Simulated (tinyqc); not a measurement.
Worked calculation: CIS and TDHF on RHF in the 6-31g basis, for H2, spin multiplicity 1. Computed by tinyqc, a small Python program that keeps every step (integrals from PySCF). Settings: charge = 0, multiplicity = 1, basis = 6-31g, method = RHF, energy threshold = 1e-10, iteration cap = 57, orthogonalisation = symmetric, start = core, DIIS depth = 6, TDHF = 1. Command: `OMP_NUM_THREADS=1 python tinyqc.py 25027 25028 out.jsonl` (the two numbers bound the seeds that draw the settings). One thread of a shared host (Intel(R) Xeon(R) Processor @ 2.60GHz), about 0.03 s of CPU time with the checks. Later iterations appear only in the table of the cycle.

## One-electron integrals

Geometry (angstrom):
```
atom        x        y        z
H     0.00000  0.00000  0.00000
H     0.00000  0.00000  0.85100
```

Basis 6-31g: exponents (1/bohr^2) and contraction coefficients of normalised primitives:
```
element  l (shell)  exponent  coefficient
H            s (1)  18.73114      0.03349
H            s (1)   2.82539      0.23473
H            s (1)   0.64012      0.81376
H            s (2)   0.16128      1.00000
```

Overlap, kinetic and nuclear-attraction integrals over the contracted functions; the nuclear repulsion is the sum of Za Zb / Rab.

nuclear repulsion = 0.6218299 hartree

overlap S, order 1H 1s, 1H 2s, 2H 1s, 2H 2s:
$$\begin{pmatrix}
1.00000 & 0.65829 & 0.36094 & 0.46858 \\
0.65829 & 1.00000 & 0.46858 & 0.81176 \\
0.36094 & 0.46858 & 1.00000 & 0.65829 \\
0.46858 & 0.81176 & 0.65829 & 1.00000
\end{pmatrix}$$

kinetic energy T (hartree), order 1H 1s, 1H 2s, 2H 1s, 2H 2s:
$$\begin{pmatrix}
1.39568 & 0.25974 & 0.12583 & 0.14271 \\
0.25974 & 0.24192 & 0.14271 & 0.16908 \\
0.12583 & 0.14271 & 1.39568 & 0.25974 \\
0.14271 & 0.16908 & 0.25974 & 0.24192
\end{pmatrix}$$

nuclear attraction V (hartree), order 1H 1s, 1H 2s, 2H 1s, 2H 2s:
$$\begin{pmatrix}
-2.27091 & -1.13648 & -0.77440 & -0.83790 \\
-1.13648 & -1.14051 & -0.83790 & -0.97242 \\
-0.77440 & -0.83790 & -2.27091 & -1.13648 \\
-0.83790 & -0.97242 & -1.13648 & -1.14051
\end{pmatrix}$$

core Hamiltonian H = T + V (hartree), order 1H 1s, 1H 2s, 2H 1s, 2H 2s:
$$\begin{pmatrix}
-0.87523 & -0.87675 & -0.64857 & -0.69518 \\
-0.87675 & -0.89859 & -0.69518 & -0.80335 \\
-0.64857 & -0.69518 & -0.87523 & -0.87675 \\
-0.69518 & -0.80335 & -0.87675 & -0.89859
\end{pmatrix}$$

## Two-electron integrals

Functions are numbered as in S; the eight-fold symmetry (ij|kl) = (ji|kl) = (kl|ij) leaves the list below.

Two-electron integrals (ij|kl) in chemists' order, unique and non-zero (hartree):
```
(11|11) 1.07657   (21|11) 0.57847   (21|21) 0.32942   (22|11) 0.58740
(22|21) 0.36130   (22|22) 0.45315   (31|11) 0.31038   (31|21) 0.17838
(31|22) 0.19749   (31|31) 0.12378   (32|11) 0.29888   (32|21) 0.18326
(32|22) 0.22564   (32|31) 0.13471   (32|32) 0.16586   (33|11) 0.59580
(33|21) 0.37401   (33|22) 0.47454   (33|31) 0.31038   (33|32) 0.40379
(33|33) 1.07657   (41|11) 0.40379   (41|21) 0.23099   (41|22) 0.25516
(41|31) 0.13471   (41|32) 0.14173   (41|33) 0.29888   (41|41) 0.16586
(42|11) 0.45030   (42|21) 0.27894   (42|22) 0.35546   (42|31) 0.16930
(42|32) 0.20422   (42|33) 0.45030   (42|41) 0.20422   (42|42) 0.29861
(43|11) 0.37401   (43|21) 0.23386   (43|22) 0.29920   (43|31) 0.17838
(43|32) 0.23099   (43|33) 0.57847   (43|41) 0.18326   (43|42) 0.27894
(43|43) 0.32942   (44|11) 0.47454   (44|21) 0.29920   (44|22) 0.39731
(44|31) 0.19749   (44|32) 0.25516   (44|33) 0.58740   (44|41) 0.22564
(44|42) 0.35546   (44|43) 0.36130   (44|44) 0.45315
```

## Orthogonalisation

S = U s U^T; symmetric (Loewdin) form X = U s^(-1/2) U^T, so that X^T S X = 1.

eigenvalues of S: [0.11903, 0.43716, 0.70827, 2.73555]

X, order 1H 1s, 1H 2s, 2H 1s, 2H 2s:
$$\begin{pmatrix}
1.26834 & -0.49787 & -0.12077 & 0.05277 \\
-0.49787 & 1.83357 & 0.05277 & -0.86407 \\
-0.12077 & 0.05277 & 1.26834 & -0.49787 \\
0.05277 & -0.86407 & -0.49787 & 1.83357
\end{pmatrix}$$

## Starting guess

The start is the orbitals of the core Hamiltonian; D = 2 C_occ C_occ^T.

D at the start, order 1H 1s, 1H 2s, 2H 1s, 2H 2s:
$$\begin{pmatrix}
0.35165 & 0.16734 & 0.35165 & 0.16734 \\
0.16734 & 0.07964 & 0.16734 & 0.07964 \\
0.35165 & 0.16734 & 0.35165 & 0.16734 \\
0.16734 & 0.07964 & 0.16734 & 0.07964
\end{pmatrix}$$

## Iteration 1: building the Fock matrix

J_ij = sum D_kl (ij|kl), K_ij = sum D_kl (ik|jl); F = H + J - 0.5 K; E = tr D H + tr D J / 2 - 0.25 tr D K + E_nn.

Coulomb J (hartree), order 1H 1s, 1H 2s, 2H 1s, 2H 2s:
$$\begin{pmatrix}
1.51661 & 0.88458 & 0.57333 & 0.65423 \\
0.88458 & 1.01864 & 0.65423 & 0.86334 \\
0.57333 & 0.65423 & 1.51661 & 0.88458 \\
0.65423 & 0.86334 & 0.88458 & 1.01864
\end{pmatrix}$$

exchange K (hartree), order 1H 1s, 1H 2s, 2H 1s, 2H 2s:
$$\begin{pmatrix}
1.15015 & 0.88938 & 0.86041 & 0.81623 \\
0.88938 & 0.77768 & 0.81623 & 0.75380 \\
0.86041 & 0.81623 & 1.15015 & 0.88938 \\
0.81623 & 0.75380 & 0.88938 & 0.77768
\end{pmatrix}$$

Fock matrix F (hartree), order 1H 1s, 1H 2s, 2H 1s, 2H 2s:
$$\begin{pmatrix}
0.06630 & -0.43685 & -0.50544 & -0.44907 \\
-0.43685 & -0.26879 & -0.44907 & -0.31690 \\
-0.50544 & -0.44907 & 0.06630 & -0.43685 \\
-0.44907 & -0.31690 & -0.43685 & -0.26879
\end{pmatrix}$$

total energy of this density = -1.0732159 hartree

## Iteration 1: diagonalisation and new density

Diagonalise F' = X^T F X, C = X C', fill 1 alpha and 1 beta electrons from the bottom; D = 2 C_occ C_occ^T. Each column has its largest component positive (the first on a tie).

F' = X^T F X (hartree):
$$\begin{pmatrix}
0.65492 & -0.57172 & -0.44424 & -0.11239 \\
-0.57172 & 0.30714 & -0.11239 & -0.18006 \\
-0.44424 & -0.11239 & 0.65492 & -0.57172 \\
-0.11239 & -0.18006 & -0.57172 & 0.30714
\end{pmatrix}$$

orbital energies (hartree): MO1 -0.51650, MO2 0.24127, MO3 0.85427, MO4 1.34509

coefficients C, order 1H 1s, 1H 2s, 2H 1s, 2H 2s:
$$\begin{pmatrix}
0.32677 & 0.12038 & 0.80668 & -1.04973 \\
0.28365 & 1.49786 & -0.69897 & 1.24364 \\
0.32677 & -0.12038 & 0.80668 & 1.04973 \\
0.28365 & -1.49786 & -0.69897 & -1.24364
\end{pmatrix}$$

D after iteration 1, order 1H 1s, 1H 2s, 2H 1s, 2H 2s:
$$\begin{pmatrix}
0.21356 & 0.18538 & 0.21356 & 0.18538 \\
0.18538 & 0.16092 & 0.18538 & 0.16092 \\
0.21356 & 0.18538 & 0.21356 & 0.18538 \\
0.18538 & 0.16092 & 0.18538 & 0.16092
\end{pmatrix}$$

## Iteration 9 (converged): orbitals

converged F (hartree), order 1H 1s, 1H 2s, 2H 1s, 2H 2s:
$$\begin{pmatrix}
0.02629 & -0.47119 & -0.49676 & -0.47261 \\
-0.47119 & -0.33019 & -0.47261 & -0.37312 \\
-0.49676 & -0.47261 & 0.02629 & -0.47119 \\
-0.47261 & -0.37312 & -0.47119 & -0.33019
\end{pmatrix}$$

As before.

F' = X^T F X (hartree):
$$\begin{pmatrix}
0.61270 & -0.57565 & -0.40745 & -0.11756 \\
-0.57565 & 0.26353 & -0.11756 & -0.20325 \\
-0.40745 & -0.11756 & 0.61270 & -0.57565 \\
-0.11756 & -0.20325 & -0.57565 & 0.26353
\end{pmatrix}$$

orbital energies (hartree): MO1 -0.56423, MO2 0.20830, MO3 0.82976, MO4 1.27862

coefficients C, order 1H 1s, 1H 2s, 2H 1s, 2H 2s:
$$\begin{pmatrix}
0.30929 & 0.14359 & 0.81354 & -1.04680 \\
0.29867 & 1.46996 & -0.69269 & 1.27650 \\
0.30929 & -0.14359 & 0.81354 & 1.04680 \\
0.29867 & -1.46996 & -0.69269 & -1.27650
\end{pmatrix}$$

D after iteration 9, order 1H 1s, 1H 2s, 2H 1s, 2H 2s:
$$\begin{pmatrix}
0.19132 & 0.18475 & 0.19132 & 0.18475 \\
0.18475 & 0.17841 & 0.18475 & 0.17841 \\
0.19132 & 0.18475 & 0.19132 & 0.18475 \\
0.18475 & 0.17841 & 0.18475 & 0.17841
\end{pmatrix}$$

## Convergence

Stop when the energy changes by less than 1e-10 hartree and every element of the error matrix X^T (F D S - S D F) X is below 3e-06.

Course of the cycle:
```
iteration  E (hartree)     change  largest element of the error matrix
1           -1.0732159          -                             1.60e-01
2           -1.1173136  -4.41e-02                             2.55e-02
3           -1.1184146  -1.10e-03                             1.60e-04
4           -1.1184146  -3.63e-08                             6.48e-05
5           -1.1184146  -4.32e-09                             4.06e-05
6           -1.1184146  -1.31e-09                             2.95e-05
7           -1.1184146  -5.64e-10                             2.32e-05
8           -1.1184146  -9.10e-10                             5.19e-08
9           -1.1184146  -4.88e-15                             1.11e-10
```

PySCF RHF in the same basis = -1.1184146 hartree

Converged in 9 iterations.

## Populations, bond orders and dipole

Mulliken: Z minus the diagonal of D S on the atom; Loewdin: the same with S^(1/2) D S^(1/2); Mayer order: 2 sum_s sum (D(s) S)_ij (D(s) S)_ji over the two atoms.

Charges (e):
```
atom  Mulliken  Loewdin
1H           0        0
2H           0        0
```

Mayer bond orders:
```
pair    order
2-1   1.00000
```

dipole moment about the origin, x y z (debye): [0.00000, 0.00000, 0.00000]

## Integrals over molecular orbitals

(pq|rs) = sum C_ip C_jq C_kr C_ls (ij|kl), one index at a time.

one-electron integrals over orbitals h = C^T H C (hartree):
$$\begin{pmatrix}
-1.17602 & 0.00000 & -0.15298 & 0.00000 \\
0.00000 & -0.57424 & 0.00000 & 0.20292 \\
-0.15298 & 0.00000 & -0.10696 & 0.00000 \\
0.00000 & 0.20292 & 0.00000 & 0.16331
\end{pmatrix}$$

Two-electron integrals over orbitals (pq|rs), unique and non-zero (hartree):
```
(11|11) 0.61179    (21|21) 0.09192    (22|11) 0.43723    (22|22) 0.39186
(31|11) 0.15298    (31|22) 0.05792    (31|31) 0.10323    (32|21) -0.00863
(32|32) 0.03444    (33|11) 0.51997    (33|22) 0.38936    (33|31) 0.11973
(33|33) 0.46705    (41|21) -0.08092   (41|32) -0.03371   (41|41) 0.12595
(42|11) -0.14192   (42|22) -0.06216   (42|31) -0.07769   (42|33) -0.10732
(42|42) 0.07457    (43|21) -0.09893   (43|32) -0.01525   (43|41) 0.12560
(43|43) 0.14722    (44|11) 0.62063    (44|22) 0.44581    (44|31) 0.18873
(44|33) 0.54373    (44|42) -0.16725   (44|44) 0.69168
```

## CIS matrix, singlets

A(ia,jb) = (e_a - e_i) d_ij d_ab + 2 (ia|jb) - (ij|ab).

CIS matrix A, singlet (hartree), order 1>2, 1>3, 1>4:
$$\begin{pmatrix}
0.51914 & 0.00000 & -0.01991 \\
0.00000 & 1.08047 & 0.00000 \\
-0.01991 & 0.00000 & 1.47412
\end{pmatrix}$$

## CIS singlet states

dipole integrals <i|r|a> (bohr), order 1>2, 1>3, 1>4:
$$\begin{pmatrix}
0.00000 & 0.00000 & -1.10895 \\
0.00000 & 0.00000 & 0.00000 \\
0.00000 & 0.00000 & 0.15598
\end{pmatrix}$$

Diagonalise A (1 hartree = 27.211386 eV); each vector has its largest component positive (the first on a tie). The transition dipole is mu = sqrt2 sum c_ia <i|r|a>.

singlet excitation energies (eV): [14.11535, 29.40102, 40.12427]

lowest vectors, order 1>2, 1>3, 1>4:
$$\begin{pmatrix}
0.99978 & 0.00000 & -0.02084 \\
0.00000 & 1.00000 & 0.00000 \\
0.02084 & 0.00000 & 0.99978
\end{pmatrix}$$

oscillator strengths 2/3 w |mu|^2: [0.84521, 0.00000, 0.06304]

## TDHF (RPA) singlet states

B(ia,jb) = 2 (ia|jb) - (ib|ja); the squared energies are the eigenvalues of (A - B)(A + B); 1 hartree = 27.211386 eV.

TDHF matrix B, singlet (hartree), order 1>2, 1>3, 1>4:
$$\begin{pmatrix}
0.09192 & 0.00000 & -0.08092 \\
0.00000 & 0.10323 & 0.00000 \\
-0.08092 & 0.00000 & 0.12595
\end{pmatrix}$$

squared energies w^2 (hartree^2): [0.25775, 1.15675, 2.14819]

TDHF energies from the positive w^2 (eV): [13.81502, 29.26653, 39.88290]

## CIS matrix, triplets

A(ia,jb) = (e_a - e_i) d_ij d_ab - (ij|ab).

CIS matrix A, triplet (hartree), order 1>2, 1>3, 1>4:
$$\begin{pmatrix}
0.33530 & 0.00000 & 0.14192 \\
0.00000 & 0.87401 & 0.00000 \\
0.14192 & 0.00000 & 1.22222
\end{pmatrix}$$

## CIS triplet states

Diagonalise A (1 hartree = 27.211386 eV); each vector has its largest component positive (the first on a tie).

triplet excitation energies (eV): [8.52103, 23.78306, 33.86122]

lowest vectors, order 1>2, 1>3, 1>4:
$$\begin{pmatrix}
0.98803 & 0.00000 & 0.15424 \\
0.00000 & 1.00000 & 0.00000 \\
-0.15424 & 0.00000 & 0.98803
\end{pmatrix}$$

## TDHF (RPA) triplet states

B(ia,jb) = - (ib|ja); the squared energies are the eigenvalues of (A - B)(A + B); 1 hartree = 27.211386 eV.

TDHF matrix B, triplet (hartree), order 1>2, 1>3, 1>4:
$$\begin{pmatrix}
-0.09192 & 0.00000 & 0.08092 \\
0.00000 & -0.10323 & 0.00000 \\
0.08092 & 0.00000 & -0.12595
\end{pmatrix}$$

squared energies w^2 (hartree^2): [0.08133, 0.75324, 1.52779]

TDHF energies from the positive w^2 (eV): [7.76049, 23.61659, 33.63429]
